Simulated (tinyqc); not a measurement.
Global model of a low-pressure process discharge: electron temperature, density, ion flux and ion energy: one step, computed by the program tinyqc. Command: `OMP_NUM_THREADS=1 python tinyqc.py 3113923 3113924 out.jsonl plasma walk`. One thread of a shared host (Intel(R) Xeon(R) Processor @ 2.30GHz), about 0.01 s of CPU time with the checks.

Maxwellian electrons with temperature T_e in eV, one positive ion, no negative ions, uniform bulk density n; rate constants have the Arrhenius form.

Task: Geometry factors. n_g = p/(k_B T_g); lambda_i = 1/(n_g sigma); h_L = 0.86/sqrt(3 + L/(2 lambda_i)), h_R = 0.8/sqrt(4 + R/lambda_i); A_eff = 2 pi R^2 h_L + 2 pi R L h_R; d_eff = pi R^2 L/A_eff.

Inputs (values chosen for the exercise, of the order of those of an inductive discharge in a simple atomic gas):
```
quantity                   value  unit
ion-neutral cross section  1e-18   m^2
pressure p                   5.1    Pa
gas temperature T_g          500     K
radius R                      23    cm
height L                     7.5    cm
```

Constants: k_B = 1.380649e-23 J/K.

Give: gas density n_g; ion mean free path; h_L; h_R; A_eff; d_eff.

Result:

gas density n_g = 7.388e+20 1/m^3

ion mean free path = 0.1354 cm

h_L = 0.1552

h_R = 0.06066

A_eff = 581.6 cm^2

d_eff = 21.43 cm

Caution: at so short an ion path the formulas for h_L and h_R give way to the ambipolar-diffusion limit.
